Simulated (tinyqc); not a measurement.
Pariser-Parr-Pople SCF with singles CI, for the molecule O=C1C=CC(=O)C=C1 (SMILES; centres numbered as the heavy atoms are written), step by step. One step of it, computed by the program tinyqc.

Task: Singles CI, triplets. Over the 9 single excitations with the smallest orbital gaps: A = (e_a - e_i) delta - (ij|ab), with (pq|rs) = sum c_mp c_mq gamma_mn c_nr c_ns.

orbital energies (eV): [-14.979855, -13.625493, -11.394061, -10.735968, -4.747960, -1.494810, -0.601524, 1.593810]

coefficients, order 1O, 2C, 3C, 4C, 5C, 6O, 7C, 8C:
$$\begin{pmatrix}
0.331485 & 0.519876 & 0.000000 & 0.545408 & 0.448817 & 0.000000 & -0.304381 & -0.168203 \\
0.421075 & 0.440548 & 0.000000 & 0.059369 & -0.349702 & 0.000000 & 0.564952 & 0.428516 \\
0.326201 & 0.133505 & 0.500000 & -0.315440 & -0.296876 & 0.500000 & -0.209978 & -0.379527 \\
0.326201 & -0.133505 & 0.500000 & -0.315440 & 0.296876 & -0.500000 & -0.209978 & 0.379527 \\
0.421075 & -0.440548 & 0.000000 & 0.059369 & 0.349702 & 0.000000 & 0.564952 & -0.428516 \\
0.331485 & -0.519876 & 0.000000 & 0.545408 & -0.448817 & 0.000000 & -0.304381 & 0.168203 \\
0.326201 & -0.133505 & -0.500000 & -0.315440 & 0.296876 & 0.500000 & -0.209978 & 0.379527 \\
0.326201 & 0.133505 & -0.500000 & -0.315440 & -0.296876 & -0.500000 & -0.209978 & -0.379527
\end{pmatrix}$$

repulsion gamma_rs (eV), order 1O, 2C, 3C, 4C, 5C, 6O, 7C, 8C:
$$\begin{pmatrix}
15.200000 & 5.774219 & 4.092627 & 3.001369 & 2.720105 & 2.199311 & 3.001369 & 4.092627 \\
5.774219 & 11.130000 & 5.346287 & 3.872515 & 3.517455 & 2.720105 & 3.872515 & 5.346287 \\
4.092627 & 5.346287 & 11.130000 & 5.345539 & 3.872515 & 3.001369 & 3.518103 & 3.873196 \\
3.001369 & 3.872515 & 5.345539 & 11.130000 & 5.346287 & 4.092627 & 3.873196 & 3.518103 \\
2.720105 & 3.517455 & 3.872515 & 5.346287 & 11.130000 & 5.774219 & 5.346287 & 3.872515 \\
2.199311 & 2.720105 & 3.001369 & 4.092627 & 5.774219 & 15.200000 & 4.092627 & 3.001369 \\
3.001369 & 3.872515 & 3.518103 & 3.873196 & 5.346287 & 4.092627 & 11.130000 & 5.345539 \\
4.092627 & 5.346287 & 3.873196 & 3.518103 & 3.872515 & 3.001369 & 5.345539 & 11.130000
\end{pmatrix}$$

Give: triplet CI matrix; triplet excitation energies.

Result:

triplet CI matrix (eV):
```
         4>5      3>5     2>5      4>6      3>6     4>7      1>5     3>7
4>5   0.6500   0.0000  0.0000   0.0000  -0.8507  0.0000  -0.4335  0.0000
3>5   0.0000   1.9862  0.0000  -0.8507   0.0000  0.0000   0.0000  0.0000
2>5   0.0000   0.0000  3.4231   0.0000   0.0000  1.3534   0.0000  0.0000
4>6   0.0000  -0.8507  0.0000   4.7236   0.0000  0.0000   0.0000  0.0000
3>6  -0.8507   0.0000  0.0000   0.0000   3.9325  0.0000   0.8797  0.0000
4>7   0.0000   0.0000  1.3534   0.0000   0.0000  5.2945   0.0000  0.0000
1>5  -0.4335   0.0000  0.0000   0.0000   0.8797  0.0000   5.1570  0.0000
3>7   0.0000   0.0000  0.0000   0.0000   0.0000  0.0000   0.0000  6.1406
2>6   0.0000   0.0000  0.0000   0.0000   0.0000  0.0000   0.0000  0.1522

        2>6
4>5  0.0000
3>5  0.0000
2>5  0.0000
4>6  0.0000
3>6  0.0000
4>7  0.0000
1>5  0.0000
3>7  0.1522
2>6  7.9988
```

triplet excitation energies (eV): [0.4325, 1.7434, 2.7134, 3.5682, 4.9664, 5.7388, 6.0042, 6.1282, 8.0112]
